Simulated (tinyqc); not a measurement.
The 3-omega method: a line heater on a substrate with a thin film: one step, computed by the program tinyqc. Command: `OMP_NUM_THREADS=1 python tinyqc.py 3014893 3014894 out.jsonl threeomega walk`. One thread of a shared host (Intel(R) Xeon(R) Processor @ 2.30GHz), about 0.01 s of CPU time with the checks.

A current at angular frequency omega = 2 pi f heats the line at 2 omega with the amplitude P per length; the temperature swing Delta T at 2 omega gives a voltage at 3 omega. The substrate is taken as semi-infinite and isotropic, and the heat capacity of heater and film is left out.

Problem. The film adds a constant step. One-dimensional flow across the film: Delta T_f = P (t/kappa_f + R_i)/(2 b); total in-phase swing Delta T = Delta T_s + Delta T_f; third-harmonic amplitude V_3 = V_1 beta |Delta T|/2 with the out-of-phase part included; the apparent film conductivity is t/(t/kappa_f + R_i).

Inputs (values chosen for the exercise, modelled on hafnia on silica):

| quantity | value | unit |
|---|---|---|
| substrate conductivity kappa | 1.34 | W/(m K) |
| heater half-width b | 2.4 | micrometre |
| power amplitude per length P | 5.8 | W/m |
| film thickness t | 140 | nm |
| film conductivity kappa_f | 1.2 | W/(m K) |
| interface resistance R_i | 10 | m^2 K/GW |
| temperature coefficient of resistance beta | 3.4 | 1e-3/K |
| voltage amplitude V_1 | 0.37 | V |

in-phase Delta T_s = 2.997335 K

out-of-phase Delta T_s = -1.038916 K

Give: Delta T_f; total in-phase swing; V_3; apparent film conductivity; film share of the in-phase swing.

Solution.

Delta T_f = 0.15306 K

total in-phase swing = 3.1504 K

V_3 = 2.0866 mV

apparent film conductivity = 1.1053 W/(m K)

film share of the in-phase swing = 0.048583

The interface lowers the apparent conductivity by 8 %. The film is a small part of the signal: an error of 1 % in Delta T_s becomes 20 % in the film resistance. Caution: the film does not conduct much worse than the substrate, so heat spreads in it and the one-dimensional step is only approximate, and wrong once kappa_f nears or exceeds kappa.
